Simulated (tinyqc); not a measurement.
## Narrowing from the saturation current

Problem. A uniform n-type emitter has J0 = (q p0 D/L)(s + tanh(W/L))/(1 + s tanh(W/L)), D = mup Vt, s = S L/D, and p0 = (ni^2/N) exp(dE_app/kB T), where dE_app = dEg + kB T ln[(N/Nc) exp(-eta)]. Find p0, dE_app and dEg.

Parameters, values chosen for the exercise; band and dielectric values those of a made-up semiconductor: temperature T = 250 K; conduction-band density of states at 250 K Nc = 1.61e19 cm^-3; ionised donor density N = 1.9e19 cm^-3; minority-hole mobility mup = 180 cm^2/(V s); emitter width W = 1500 nm; recombination velocity at the contact S = 44000 cm/s.

Constants: q = 1.602176634e-19 C, kB = 1.380649e-23 J/K, Vt = kB T/q. Results are converted to the units shown.

J0 = 0.011153818 fA/cm^2
L = 2365.0423 nm
ni = 5.1691274e7 cm^-3
converged eta = 0.57619820

Answer. J0 gives p0, its ratio to ni^2/N gives dE_app, and the degeneracy term is taken off.

p0 = 0.00328 cm^-3
dE_app = 67.8 meV
dEg = 76.7 meV

tinyqc, about 0.01 s, one thread, Intel Xeon 2.30GHz (shared host): `OMP_NUM_THREADS=1 python tinyqc.py 2330169 2330170 out.jsonl`
